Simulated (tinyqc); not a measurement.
Worked calculation: four-point probe, van der Pauw, Hall and spreading-resistance readings of a semiconductor layer. Computed by tinyqc, a small Python program that keeps every step. Command: `OMP_NUM_THREADS=1 python tinyqc.py 3114307 3114308 out.jsonl probe walk`. One thread of a shared host (Intel(R) Xeon(R) Processor @ 2.30GHz), about 0.01 s of CPU time with the checks. Intermediate numbers are printed to about 7 digits and carried at full precision; extremes and crossings named in words are read from the listed rows.

The layer is uniform and ohmic; contacts are points unless a radius is given.

Inputs (values chosen for the exercise, modelled on p-type silicon):

| quantity | value | unit |
|---|---|---|
| carrier density n | 7.7e+14 | 1/cm^3 |
| drift mobility mu | 451 | cm^2/(V s) |
| layer thickness t | 1200 | micrometre |
| probe spacing s | 1.588 | mm |
| current I | 2 | mA |
| side ratio a/b of the van der Pauw rectangle | 2 | - |
| magnetic field B | 1 | T |
| Hall factor r_H | 0.71 | - |
| wafer diameter over spacing D/s | 5 | - |

Backing of the layer: insulating.

Constants: e = 1.602176634e-19 C.

## Resistivity and sheet resistance

rho = 1/(e n mu); R_s = rho/t.

resistivity rho = 17.97307 ohm cm

sheet resistance R_s = 149.7756 ohm/square

## Four-point voltage

Collinear probes with equal spacing on a layer with insulating backing: images at depth 2 m t give V = (rho I/(2 pi s)) G, G = 1 + 4 sum_(m>=1) [1/sqrt(1 + (2 m u)^2) - 1/sqrt(4 + (2 m u)^2)], u = t/s; the sum runs to m = 20000, with the tail 3/(32 u^3 M^2) added to the sum for M = 20000. Limits: thick, rho = 2 pi s V/I; thin on an insulator, rho = (pi/ln 2) t V/I.

t/s = 0.7556675

G = 1.884090

voltage V = 67.87716 mV

rho by the thick formula = 33.86289 ohm cm

rho by the thin formula = 18.45862 ohm cm

The thick formula is off by +88.4 % and the thin one by +2.7 %.

## Thickness correction

The last two columns give rho(formula)/rho for rho = 2 pi s V/I and rho = (pi/ln 2) t V/I.

Correction against t/s:

| t/s | G | thick formula | thin formula |
|---|---|---|---|
| 0.1 | 13.86294 | 13.86294 | 1.000000 |
| 0.2 | 6.93147 | 6.93147 | 1.000000 |
| 0.3 | 4.62113 | 4.62113 | 1.000031 |
| 0.5 | 2.77992 | 2.77992 | 1.002645 |
| 0.7 | 2.01748 | 2.01748 | 1.018714 |
| 1.0 | 1.50446 | 1.50446 | 1.085238 |
| 1.5 | 1.19727 | 1.19727 | 1.295469 |
| 2.0 | 1.09388 | 1.09388 | 1.578142 |
| 3.0 | 1.03065 | 1.03065 | 2.230367 |
| 5.0 | 1.00699 | 1.00699 | 3.631937 |

The thin formula holds to 1 % up to t/s = 0.5 and the thick one holds to 1 % from t/s = 5.

## Finite wafer

For a thin circular wafer probed at its centre, R_s = C V/I with C = pi/(ln 2 + ln[((D/s)^2 + 3)/((D/s)^2 - 3)]).

factor C = 3.362476

error if pi/ln 2 is used = 34.79233 %

## The two van der Pauw resistances

Thin rectangle with point contacts at the corners; for R_B current and voltage contacts lie along the two sides of length a, for R_A along those of length b: exp(-pi R_A/R_s) = (theta_4/theta_3)^4, exp(-pi R_B/R_s) = (theta_2/theta_3)^4 with q = exp(-pi a/b), theta_2 = 2 sum_(m>=0) q^((m + 1/2)^2), theta_3 = 1 + 2 sum_(m>=1) q^(m^2), theta_4 = 1 + 2 sum_(m>=1) (-1)^m q^(m^2).

R_A = 1.424494 ohm

R_B = 168.0781 ohm

ratio R_B/R_A = 117.9915

## Solving the van der Pauw equation

Solve exp(-pi z R_A) + exp(-pi z R_B) = 1 for z = 1/R_s by seven Newton steps from z = 2 ln 2/(pi (R_A + R_B)); f = R_s 2 ln 2/(pi (R_A + R_B)).

Steps:

| step | 1/z (ohm) | left side less 1 |
|---|---|---|
| 0 | 384.1235 | 2.413469e-01 |
| 1 | 229.7535 | 8.114379e-02 |
| 2 | 173.4416 | 2.215068e-02 |
| 3 | 153.4612 | 3.297740e-03 |
| 4 | 149.8938 | 1.047870e-04 |
| 5 | 149.7757 | 1.139179e-07 |
| 6 | 149.7756 | 0 |

R_s found = 149.7756 ohm/square

correction f = 0.3899152

Averaging R_A and R_B without f would overstate R_s by 156.5 %.

## Hall reading

V_H = r_H I B/(e n t); apparent density n/r_H; Hall mobility r_H mu; Hall angle tan = r_H mu B (SI).

Hall voltage = 9.591930 mV

apparent density = 1.084507e+15 1/cm^3

Hall mobility = 320.21 cm^2/(V s)

tangent of the Hall angle = 0.032021

Checks made by the program: thin limit of G, 2 ln 2/u at u = 0.02 (relative difference below 1e-10); R_s recovered (relative difference below 1e-10).
